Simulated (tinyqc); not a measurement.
# Ideality from Voc and Vmp

Problem. An ideal cell J = Jsc - J0 (exp(V/(n Vt)) - 1) has exp((Voc - Vmp)/(n Vt)) = 1 + Vmp/(n Vt) at maximum power. Find n, J0 and FF.

Values chosen for this exercise:
- T = 298.15 K (temperature)

Constants: q = 1.602176634e-19 C, kB = 1.380649e-23 J/K, Vt = kB T/q. Results are converted to the units shown.

Jsc = 2050 mA/cm^2
Voc = 0.73247633 V
Vmp = 0.63710588 V

Answer. With a = n Vt, a ln(1 + Vmp/a) rises steadily with a, so Voc - Vmp fixes it; J0 follows from Voc.

n = 1.21
J0 = 1.20e-10 A/cm^2
FF = 0.829

Computed by the program tinyqc: `OMP_NUM_THREADS=1 python tinyqc.py 2280109 2280110 out.jsonl`, one thread of a shared Intel Xeon 2.30GHz, about 0.01 s for the whole run.
